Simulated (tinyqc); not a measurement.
Inside a calculation: thin (001) film in sp3s* tight binding with raised dangling bonds. Values are carried at full precision from step to step, so a last printed digit may differ when a step is redone from the rounded ones.

sp3s* tight binding, nearest neighbours only: anion (a) at 0, cation (c) at a/4 (1,1,1), orbitals s, px, py, pz, s* on each; k in units of 2 pi/a. With phases e_j = exp(i (pi/2) k.n_j) for n = (1,1,1), (1,-1,-1), (-1,1,-1), (-1,-1,1): g0 = (e1+e2+e3+e4)/4, g1 = (e1+e2-e3-e4)/4, g2 = (e1-e2+e3-e4)/4, g3 = (e1-e2-e3+e4)/4. The diagonal holds the levels Esa, Epa, Exa (s*) and Esc, Epc, Exc. Anion-cation block: <sa|sc> = Vss g0; <sa|xc> = Vsapc g1; <xa|sc> = -Vscpa g1; <xa|xc> = Vxx g0; <xa|yc> = <ya|xc> = Vxy g3, <xa|zc> = <za|xc> = Vxy g2, <ya|zc> = <za|yc> = Vxy g1; <s*a|xc> = Vxapc g1; <xa|s*c> = -Vpaxc g1; y and z take g2 and g3 in place of g1; s-s* and s*-s* vanish.

Values chosen for the exercise (out of a larger set: near a published set for GaP, fitted to gaps, whose masses and valley positions are rough; not measured data):

| symbol | value | unit | meaning |
|---|---|---|---|
| p | (-8.109, 1.129, -2.206, 4.083, 8.577, 7.185, -7.486, 2.173, 5.092, 4.289, 6.248, 4.664, 5.154) | eV | order Esa, Epa, Esc, Epc, Exa, Exc, Vss, Vxx, Vxy, Vsapc, Vscpa, Vxapc, Vpaxc |
| N | 5 |  | atomic planes in the small film |
| dl | 20 | eV | shift of the dangling hybrids |

## Bulk edges along [001]

Gap at Gamma and minimum on (0,0,kz), kz from 0.5 to 1, from the bulk Ev. States at zero in-plane momentum come from this line alone.

edges (eV): Gamma 2.9108, Delta 2.3706

kz of the minimum = 1.0000 2 pi/a

## The two blocks of the small film

Planes alternate anion (a), cation (c) along [001], a/4 apart, starting with an anion; zero in-plane momentum; levels counted from the bulk Ev, the lower root of [[Epa, Vxx], [Vxx, Epc]]; no spin-orbit coupling. Block of s, pz, s*: from an anion to the cation above, Vss/2 (s,s), Vsapc/2 (s,z), -Vscpa/2 (z,s), Vxx/2 (z,z), Vxapc/2 (s*,z), -Vpaxc/2 (z,s*); to the cation below the same with the s-z and s*-z signs reversed. Block of u = (px + py)/sqrt2 and v = (px - py)/sqrt2: to the cation above (Vxx + Vxy)/2 for u and (Vxx - Vxy)/2 for v, to the cation below the reverse. Each surface atom has two dangling sp3 hybrids; raising both by dl adds (dl/2) [[1, t], [t, 1]] to its s, pz levels (t = -1 at the bottom face, +1 at the top) and dl to the one of u, v in whose plane the missing bonds lie (v for a bottom anion or a top cation, u for a top anion).

Fill them in.

s, pz, s* block (eV), lower triangle:
```
         sa1     za1    *a1     sc2     zc2    *c2     sa3     za3    *a3     sc4     zc4    *c4
sa1    1.912
za1  -10.000  11.150
*a1        0       0  8.598
sc2   -3.743  -3.124      0  -2.185
zc2    2.144   1.087  2.332       0   4.104
*c2        0  -2.577      0       0       0  7.206
sa3        0       0      0  -3.743  -2.144      0  -8.088
za3        0       0      0   3.124   1.087  2.577       0   1.150
*a3        0       0      0       0  -2.332      0       0       0  8.598
sc4        0       0      0       0       0      0  -3.743  -3.124      0  -2.185
zc4        0       0      0       0       0      0   2.144   1.087  2.332       0   4.104
*c4        0       0      0       0       0      0       0  -2.577      0       0       0  7.206
sa5        0       0      0       0       0      0       0       0      0  -3.743  -2.144      0
za5        0       0      0       0       0      0       0       0      0   3.124   1.087  2.577
*a5        0       0      0       0       0      0       0       0      0       0  -2.332      0

        sa5     za5    *a5
sa5   1.912
za5  10.000  11.150
*a5       0       0  8.598
```

u, v block (eV), lower triangle:
```
       ua1     va1     uc2    vc2    ua3     va3     uc4    vc4     ua5    va5
ua1  1.150
va1      0  21.150
uc2  3.632       0   4.104
vc2      0  -1.460       0  4.104
ua3      0       0  -1.460      0  1.150
va3      0       0       0  3.632      0   1.150
uc4      0       0       0      0  3.632       0   4.104
vc4      0       0       0      0      0  -1.460       0  4.104
ua5      0       0       0      0      0       0  -1.460      0  21.150
va5      0       0       0      0      0       0       0  3.632       0  1.150
```

## Levels of the small film

Diagonalise both blocks.

levels of the s, pz, s* block (eV): -12.302  -9.499  -7.211  -2.824  2.836  3.176  3.194  4.102  6.978  8.598  9.168  9.728  11.208  18.015  18.068

levels of the u, v block (eV): -2.060  -2.060  -0.711  -0.711  5.888  5.888  7.263  7.263  21.279  21.279

No level lies between 0 and the bulk edge 2.371 eV; confinement has widened the gap at zero in-plane momentum to 3.547 eV.

## Checks

- Lowest conduction level of 201 planes, with the dangling hybrids shifted far away, against the bulk edge: both 2.371.

Run: tinyqc, `OMP_NUM_THREADS=1 python tinyqc.py 1480225 1480226 out.jsonl`; Intel(R) Xeon(R) Processor @ 2.30GHz, one thread, shared host; about 0.4 s of CPU time with all checks.
